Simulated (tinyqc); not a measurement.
Undoped gate-all-around wire MOSFET, analytic charge model: one step of the calculation.

An undoped round wire of radius R under an insulator shell and a surrounding gate; long channel, electrons only, n = ni exp((psi - V)/Vt) with V the quasi-Fermi potential (0 at the source, Vd at the drain), constant mobility, no quantisation. The radial Poisson equation gives n(r) = n(0)/(1 - (1 - b) r^2/R^2)^2 with b = Q0/(Q + Q0). Q is the electron charge per area of the wire surface.

Task. Constants of the wire. ni = sqrt(Nc Nv) exp(-Eg/(2 Vt)), Eg in volts; Cox = eps0 eox/(R ln(1 + tox/R)); Q0 = 4 eps0 eps_r Vt/R; V0 = dphi + Vt ln[8 eps0 eps_r Vt/(q ni R^2)].

Values chosen for this exercise; material values close to those of silicon: temperature T = 250 K; band gap Eg = 1.14 eV; relative permittivity of the semiconductor eps_r = 11.5; conduction-band density of states at T Nc = 2.12e19 cm^-3; valence-band density of states at T Nv = 1.99e19 cm^-3; relative permittivity of the gate insulator eox = 4.08; insulator thickness tox = 3.1 nm; wire radius R = 4 nm; gate work function less that of the intrinsic body dphi = -0.08 V.

Constants: q = 1.602176634e-19 C, kB = 1.380649e-23 J/K, Vt = kB T/q, eps0 = 8.8541878128e-14 F/cm where lengths are in cm. Results are converted to the units shown.

Wanted: ni; Cox; Q0; V0.

Result.

ni = 6.6359e7 cm^-3
Cox = 1.5739 uF/cm^2
Q0 = 219.36 nC/cm^2
V0 = 0.46633 V

Numbers from tinyqc (`OMP_NUM_THREADS=1 python tinyqc.py 2460139 2460140 out.jsonl`; about 0.03 s on one thread of a shared Intel Xeon 2.30GHz).
